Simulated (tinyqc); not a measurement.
Inside a calculation. Method: bound state in one dimension: Numerov shooting, finite differences, DVR. Computed by tinyqc, a small Python program that keeps every step. Settings: points = 64. Command: `OMP_NUM_THREADS=1 python tinyqc.py 31082 31083 out.jsonl` (the two numbers bound the seeds that draw the settings). One thread of a shared host (Intel(R) Xeon(R) Processor @ 2.60GHz), about 0.01 s of CPU time with the checks.

## Numerov steps at E = 0.1

One particle of mass 1 in V = 7.36 (1 - exp(-0.53 x))^2 (atomic units), psi = 0 at both ends:
```
parameter,value
left end,-1.600000
right end,7
intervals,64
h,0.134375
state sought (nodes),2
```

k_i = 2 m (E - V_i); (1 + h^2 k_(i+1)/12) y_(i+1) = 2 (1 - 5 h^2 k_i/12) y_i - (1 + h^2 k_(i-1)/12) y_(i-1), from y_0 = 0, y_1 = 0.001.

Points along the way:
```
i,x,V,k,y
0,-1.600000,13.116630,-26.033261,0.000000
1,-1.465625,10.152096,-20.104192,0.001000
2,-1.331250,7.732380,-15.264760,0.002357
3,-1.196875,5.774756,-11.349513,0.004359
4,-1.062500,4.208196,-8.216391,0.007250
5,-0.928125,2.971764,-5.743528,0.011209
21,1.221875,1.672483,-3.144967,0.181932
22,1.356250,1.934428,-3.668856,0.220509
23,1.490625,2.195495,-4.190991,0.273847
24,1.625000,2.453472,-4.706943,0.348138
25,1.759375,2.706597,-5.213194,0.452361
26,1.893750,2.953495,-5.706990,0.599686
```

## Bisection on the node count

With more sign changes than the state has nodes (the last point included) the energy is too high, else too low; the bracket starts as 0.1 to 10.

Trials:
```
trial,E,sign changes,y at the right end,next
1,5.05000000,3,-2.05e+00,lower
2,2.57500000,1,-1.22e+03,raise
3,3.81250000,2,7.73e+01,raise
4,4.43125000,3,-7.45e+00,lower
5,4.12187500,2,8.54e+00,raise
6,4.27656250,3,-3.35e+00,lower
7,4.19921875,2,1.33e+00,raise
8,4.23789063,3,-1.28e+00,lower
9,4.21855469,3,-5.00e-02,lower
10,4.20888672,2,6.22e-01,raise
11,4.21372070,2,2.81e-01,raise
12,4.21613770,2,1.15e-01,raise
13,4.21734619,2,3.20e-02,raise
14,4.21795044,3,-9.08e-03,lower
...,...,...,...,...
28,4.21781667,3,-1.72e-06,lower
29,4.21781666,3,-4.69e-07,lower
30,4.21781665,2,1.57e-07,raise
```

eigenvalue = 4.21781665 hartree

## The same grid by other methods

Three-point finite differences and the sine-DVR kinetic matrix of Colbert and Miller on the same points.

Lowest levels (hartree):
```
state,finite differences,DVR
0,0.980886,0.982948
1,2.731760,2.739769
2,4.202452,4.217934
3,5.393590,5.414405
4,6.307270,6.329329
```
